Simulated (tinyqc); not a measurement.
Inside a calculation. Model: anisotropic elasticity and sound waves of a cubic crystal. Computed by tinyqc, a small Python program that keeps every step. Command: `OMP_NUM_THREADS=1 python tinyqc.py 3006596 3006597 out.jsonl cubicelastic walk`. One thread of a shared host (Intel(R) Xeon(R) Processor @ 2.30GHz), about 0.01 s of CPU time with the checks. Intermediate numbers are printed to about 5 digits and carried at full precision; extremes and crossings named in words are read from the listed rows.

Voigt order 1..6 = xx, yy, zz, yz, xz, xy, with engineering shear strains. The rotated frame has x' as named, z' along the wafer normal and y' = z' x x'.

Inputs (values chosen for the exercise, modelled on magnesium oxide):

| quantity | value | unit |
|---|---|---|
| C11 | 300.9 | GPa |
| C12 | 96.5 | GPa |
| C44 | 156 | GPa |
| density rho | 3.58 | g/cm^3 |
| expansion coefficient of the film | 11 | ppm/K |
| expansion coefficient of the substrate | 0.55 | ppm/K |
| cooling Delta T | 100 | K |

Frame: (111) wafer, x' along [1-10].

wave normal (not normalised): 1  2.5  0.2

## Compliances and anisotropy

S11 = (C11 + C12)/D, S12 = -C12/D, D = (C11 - C12)(C11 + 2 C12), S44 = 1/C44. Zener ratio A = 2 C44/(C11 - C12); S0 = S11 - S12 - S44/2; H = 2 C44 + C12 - C11.

S11 = 3.9365 1/TPa

S12 = -0.95589 1/TPa

S44 = 6.4103 1/TPa

Zener ratio A = 1.5264

S0 = 1.6872 1/TPa

H = 107.6 GPa

## Stiffness in the rotated frame

direction cosines a (rows x', y', z' in the cube axes):
```
          x         y         z
x'  0.70711  -0.70711   0.00000
y'  0.40825   0.40825  -0.81650
z'  0.57735   0.57735   0.57735
```

C'_ijkl = C12 delta_ij delta_kl + C44 (delta_ik delta_jl + delta_il delta_jk) - H sum_m a_im a_jm a_km a_lm.

C' (GPa), lower triangle (symmetric):
```
        1       2       3       4       5       6
1  354.70
2   78.57  354.70
3   60.63   60.63  372.63
4  -25.36   25.36    0.00  120.13
5    0.00    0.00    0.00    0.00  120.13
6    0.00    0.00    0.00    0.00  -25.36  138.07
```

Normal stress couples to shear strain in this frame.

## Moduli along the axes of the frame

Invert C' to S'. E along x' = 1/S'11, along y' = 1/S'22; Poisson ratios nu(x'y') = -S'12/S'11 and nu(x'z') = -S'13/S'11; in-plane shear modulus 1/S'66.

E along x' = 323.33 GPa

E along y' = 323.33 GPa

nu(x'y') = 0.21814

nu(x'z') = 0.12722

in-plane shear modulus = 132.71 GPa

The plane is isotropic in E.

## Thermal stress in a film with this orientation

On cooling, a thick substrate imposes eps_1 = eps_2 = (alpha_film - alpha_substrate) Delta T and eps_6 = 0; the free surface sets sigma_3 = sigma_4 = sigma_5 = 0, which fixes eps_3, eps_4, eps_5. Biaxial modulus M = (sigma_1 + sigma_2)/(2 eps); energy density M eps^2. Elastic response and constant coefficients are assumed.

in-plane strain = 1.045 per mille

elastic strain along the normal = -0.34008 per mille

stress along x' = 432.14 MPa

stress along y' = 432.14 MPa

biaxial modulus M = 413.53 GPa

energy density = 0.45159 MJ/m^3

The film ends in tension. Caution: the thermal stress of this film exceeds 200 MPa, which can relax by slip, cracking or buckling in a real film.

## Sound waves along the wave normal

In the cube axes, with unit normal n: G_ij = (C12 + C44) n_i n_j + (C44 - H n_i^2) delta_ij, eigenvalues rho v^2, eigenvectors u (columns, largest component positive). Group velocity V_i = [(C12 + C44)(u.n) u_i + C44 n_i - H u_i^2 n_i]/(rho v); its angle to n has cosine v/|V|.

Christoffel matrix (GPa):
```
        x       y       z
x  175.88   86.59    6.93
y   86.59  280.23   17.32
z    6.93   17.32  156.80
```

phase velocities (m/s): 5949.9  6581.1  9617.1

polarisations:
```
       slow      fast  longitudinal
x   0.86338  -0.12809       0.48802
y  -0.49693  -0.04844       0.86644
z   0.08734   0.99058       0.10548
```

group speeds (m/s): 6427.5  6602.5  9741.9

angles between V and n (degree): 22.227  4.615  9.181

Energy flows off the wave normal by up to 22.2 degrees, for the slow transverse wave.

## Polycrystal bounds against single-crystal directions

B = (C11 + 2 C12)/3; Voigt G = (C11 - C12 + 3 C44)/5; Reuss G = 5/(4 (S11 - S12) + 3 S44); Hill is their mean; E = 9BG/(3B + G), nu = (3B - 2G)/(6B + 2G). Along <hkl>, with g = 0, 1/4, 1/3: 1/E = S11 - 2 S0 g; for a film with that normal C33 = C11 + 2 H g and M = [6B - (3B - C33) - (3B - C33)^2/C33]/2.

bulk modulus B = 164.63 GPa

Averages:

| average | G (GPa) | E (GPa) | nu |
|---|---|---|---|
| Voigt | 134.48 | 317.10 | 0.17898 |
| Reuss | 128.87 | 306.60 | 0.18961 |
| Hill | 131.67 | 311.87 | 0.18428 |

Directions:

| direction | E (GPa) | biaxial modulus M (GPa) |
|---|---|---|
| <100> | 254.03 | 335.50 |
| <110> | 323.33 | 396.99 |
| <111> | 355.66 | 413.53 |

The bounds on G differ by 4.4 %, while E varies by a factor 1.40 with direction; with A above 1 the stiffest axis is <111>. Under a fixed mismatch strain, grains with a <100> normal store the least energy.

Checks made by the program: E along x' against 1/E = S11 - 2 S0 (l^2 m^2 + m^2 n^2 + n^2 l^2) (relative difference below 1e-10); closed form of M against the matrix solution (relative difference below 1e-10).
